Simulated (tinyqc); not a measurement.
Worked calculation: Pariser-Parr-Pople SCF with singles CI, for the molecule O=C1C=CC(=O)C=C1 (SMILES; centres numbered as the heavy atoms are written). One step of it, computed by the program tinyqc.

Task: Singles CI, singlets. Over the 4 single excitations with the smallest orbital gaps: A = (e_a - e_i) delta + 2 (ia|jb) - (ij|ab), with (pq|rs) = sum c_mp c_mq gamma_mn c_nr c_ns. f = 2/3 w |mu|^2 in atomic units, mu = sqrt2 sum c_ia sum_m c_mi c_ma R_m.

orbital energies (eV): -16.986011  -15.261442  -13.202263  -12.122199  -4.251822  -0.767175  0.612444  2.962308

coefficients:
```
         MO1        MO2        MO3        MO4        MO5        MO6        MO7        MO8
1O  0.329406   0.536204   0.000000   0.542103   0.423864   0.000000  -0.312435  -0.181176
2C  0.403372   0.425886   0.000000   0.085927  -0.349196   0.000000   0.574376   0.443490
3C  0.338218   0.124714   0.500000  -0.315230  -0.314962   0.500000  -0.190364  -0.367758
4C  0.338218  -0.124714   0.500000  -0.315230   0.314962  -0.500000  -0.190364   0.367758
5C  0.403372  -0.425886   0.000000   0.085927   0.349196   0.000000   0.574376  -0.443490
6O  0.329406  -0.536204   0.000000   0.542103  -0.423864   0.000000  -0.312435   0.181176
7C  0.338218  -0.124714  -0.500000  -0.315230   0.314962   0.500000  -0.190364   0.367758
8C  0.338218   0.124714  -0.500000  -0.315230  -0.314962  -0.500000  -0.190364  -0.367758
```

repulsion gamma_rs (eV), lower triangle:
```
           1O         2C         3C         4C         5C         6O         7C         8C
1O  15.200000
2C   8.105103  11.130000
3C   5.413514   7.554960  11.130000
4C   3.728514   5.239602   7.553862  11.130000
5C   3.317824   4.668463   5.239602   7.554960  11.130000
6O   2.535343   3.317824   3.728514   5.413514   8.105103  15.200000
7C   3.728514   5.239602   4.669500   5.240702   7.554960   5.413514  11.130000
8C   5.413514   7.554960   5.240702   4.669500   5.239602   3.728514   7.553862  11.130000
```

Centres (angstrom, eV; a flat drawing with bonds scaled to 1.40 angstrom):
```
centre          x          y  core charge z          W   gamma_rr
1O       2.800000   0.000000              1  17.700000  15.200000
2C       1.400000   0.000000              1  11.160000  11.130000
3C       0.700000   1.212000              1  11.160000  11.130000
4C      -0.700000   1.212000              1  11.160000  11.130000
5C      -1.400000   0.000000              1  11.160000  11.130000
6O      -2.800000   0.000000              1  17.700000  15.200000
7C      -0.700000  -1.212000              1  11.160000  11.130000
8C       0.700000  -1.212000              1  11.160000  11.130000
```

Give: singlet CI matrix; singlet excitation energies; oscillator strengths.

Result:

singlet CI matrix (eV), lower triangle:
```
       4>5     3>5    2>5    4>6
4>5  4.882
3>5  0.000   3.507
2>5  0.000   0.000  6.810
4>6  0.000  -0.274  0.000  6.330
```

singlet excitation energies (eV): 3.481  4.882  6.356  6.810

oscillator strengths: 0.000  1.873  0.000  0.000
